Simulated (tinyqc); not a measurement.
Electromigration in a confined line: Blech product, Korhonen stress evolution and Black's law: one step, computed by the program tinyqc. Command: `OMP_NUM_THREADS=1 python tinyqc.py 3023326 3023327 out.jsonl emigr walk`. One thread of a shared host (Intel(R) Xeon(R) Processor @ 2.30GHz), about 0.02 s of CPU time with the checks.

The electron wind pushes atoms from the cathode (x = 0) to the anode (x = L); blocking ends build a back stress (tension positive). The input rho is taken not to change with temperature. d sigma/dt = d/dx [kappa (d sigma/dx + G)], with zero flux at both ends and sigma = sigma_0 at t = 0.

Question. Extrapolation by Black's law. Median life t50 = A j^(-n) exp(E/(k_B T)); acceleration factor = t50(use)/t50(test) = (j/j_u)^n exp[(E/k_B)(1/T_u - 1/T)]. Temperatures in kelvin are T(C) + 273.15.

Inputs (values chosen for the exercise, close to those used for copper lines):

| quantity | value | unit |
|---|---|---|
| activation energy E | 0.87 | eV |
| current density j | 1.1 | MA/cm^2 |
| line length L | 78 | um |
| test temperature T | 220 | C |
| use temperature T_u | 110 | C |
| use current density j_u | 0.25 | MA/cm^2 |
| current exponent n | 1 | - |

Start: thermal stress.

Constants: k_B = 8.617333262e-05 eV/K.

Give: current factor; temperature factor; acceleration factor.

Answer.

current factor = 4.4

temperature factor = 356.91

acceleration factor = 1570.4

Caution: j_u L lies below the critical product, so the acceleration factor is formal: at use the line would not void.
